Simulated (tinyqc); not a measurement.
Gamma, L and X subbands of a thin body with non-parabolic valleys: one step. Valley groups. Three cases, with inputs chosen for the exercise.

Task: List degeneracy, edge, m_z, m_d and a.

Hard walls, flat band, c = hbar^2/2m0, energies from the bulk Gamma edge. For a valley at angle theta to the normal 1/m_z = cos^2/ml + sin^2/mt and m_d = sqrt(ml mt^2/m_z). Subband n starts at E_v + e with e (1 + a e) = c (n pi/t)^2/m_z, and its density-of-states mass is taken as m_d (1 + 2 a e), without further growth at higher in-plane energy. Groups are named by valley and degeneracy.

Constants: hbar^2/2m0 = 3.80998211 eV angstrom^2.

Give: Groups.

Case 1.

Values chosen (near those of a thin GaAs channel; the results hold for these values, not for the real material): face = 110 (surface); mG = 0.0671 m0 (Gamma mass); aG = 0.58 1/eV (Gamma non-parabolicity); EL = 0.336 eV (L edge above Gamma); mL = (1.904, 0.072) m0 (L valleys (four, along <111>): ml, mt); EX = 0.46 eV (X edge above Gamma); mX = (1.328, 0.236) m0 (X valleys (three, along <100>): ml, mt); aS = 0.66 1/eV (non-parabolicity of L and X).

Result:

Groups:
```
group  g  E_v (eV)     m_z     m_d  a (1/eV)
G1     1     0.000  0.0671  0.0671      0.58
L2     2     0.336  0.2008  0.2217      0.66
L2'    2     0.336  0.0720  0.3703      0.66
X2     2     0.460  0.4008  0.4296      0.66
X1     1     0.460  0.2360  0.5598      0.66
```

Case 2.

Values chosen (near those of a thin GaSb channel; the results hold for these values, not for the real material): face = 110 (surface); mG = 0.0394 m0 (Gamma mass); aG = 1.16 1/eV (Gamma non-parabolicity); EL = 0.084 eV (L edge above Gamma); mL = (1.276, 0.097) m0 (L valleys (four, along <111>): ml, mt); EX = 0.355 eV (X edge above Gamma); mX = (1.462, 0.212) m0 (X valleys (three, along <100>): ml, mt); aS = 0.35 1/eV (non-parabolicity of L and X).

Result:

Groups:
```
group  g  E_v (eV)     m_z     m_d  a (1/eV)
G1     1     0.000  0.0394  0.0394      1.16
L2     2     0.084  0.2526  0.2180      0.35
L2'    2     0.084  0.0970  0.3518      0.35
X2     2     0.355  0.3703  0.4212      0.35
X1     1     0.355  0.2120  0.5567      0.35
```

Case 3.

Values chosen (near those of a thin GaSb channel; the results hold for these values, not for the real material): face = 100 (surface); mG = 0.0393 m0 (Gamma mass); aG = 1.12 1/eV (Gamma non-parabolicity); EL = 0.062 eV (L edge above Gamma); mL = (1.288, 0.097) m0 (L valleys (four, along <111>): ml, mt); EX = 0.309 eV (X edge above Gamma); mX = (1.501, 0.213) m0 (X valleys (three, along <100>): ml, mt); aS = 0.52 1/eV (non-parabolicity of L and X).

Result:

Groups:
```
group  g  E_v (eV)     m_z     m_d  a (1/eV)
G1     1     0.000  0.0393  0.0393      1.12
L4     4     0.062  0.1402  0.2940      0.52
X1     1     0.309  1.5010  0.2130      0.52
X2     2     0.309  0.2130  0.5654      0.52
```

Computed by tinyqc, one run a case: `OMP_NUM_THREADS=1 python tinyqc.py N N+1 out.jsonl` with N = 1281707, 1282412, 1282544; one thread of a shared Intel(R) Xeon(R) Processor @ 2.30GHz, about 0.06 s a run at most.
